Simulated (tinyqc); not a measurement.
Surface potential of a MOS transistor: implicit equation and explicit approximations: one step of the calculation.

p-type body, charge-sheet picture, depletion and inversion only, full ionisation (an idealisation for deep acceptors), Boltzmann statistics (rough once Na exp(x - xn) passes about Nc/7). In units of Vt: xg = (Vg - Vfb)/Vt, x = psi/Vt, G = gamma/sqrt(Vt), xn = (2 phiF + Vc)/Vt. The implicit equation is (xg - x)^2 = G^2 [x - 1 + exp(x - xn)] for x above about 3. Cox = eps0 eox/tox.

Question. Scales. ni = sqrt(Nc Nv) exp(-Eg/(2 Vt)), Eg in volts; phiF = Vt ln(Na/ni); gamma = sqrt(2 q eps0 eps_r Na)/Cox; VT = Vfb + Vt (xn + G sqrt(xn - 1)).

Inputs (values chosen for the exercise); band and dielectric values close to those of silicon: temperature T = 250 K; band gap Eg = 1.13 eV; relative permittivity eps_r = 11.8; conduction-band density of states at T Nc = 2.14e19 cm^-3; valence-band density of states at T Nv = 1.98e19 cm^-3; relative permittivity of the gate insulator (close to silicon dioxide) eox = 3.9; insulator thickness tox = 4.4 nm; acceptor density Na = 6.7e16 cm^-3; flat-band voltage Vfb = -0.42 V; channel-body voltage Vc = 0.5 V; gate-body voltage Vg = 1.06 V.

Constants: q = 1.602176634e-19 C, kB = 1.380649e-23 J/K, Vt = kB T/q, eps0 = 8.8541878128e-14 F/cm where lengths are in cm. Results are converted to the units shown.

Find: phiF; gamma; G; xn; VT; xg.

Answer.

phiF = 0.44161 V
gamma = 0.19084 V^0.5
G = 1.3002
xn = 64.206
VT = 1.1859 V
xg = 68.699

Numbers from tinyqc (`OMP_NUM_THREADS=1 python tinyqc.py 2122086 2122087 out.jsonl`; about 0.01 s on one thread of a shared Intel Xeon 2.30GHz).
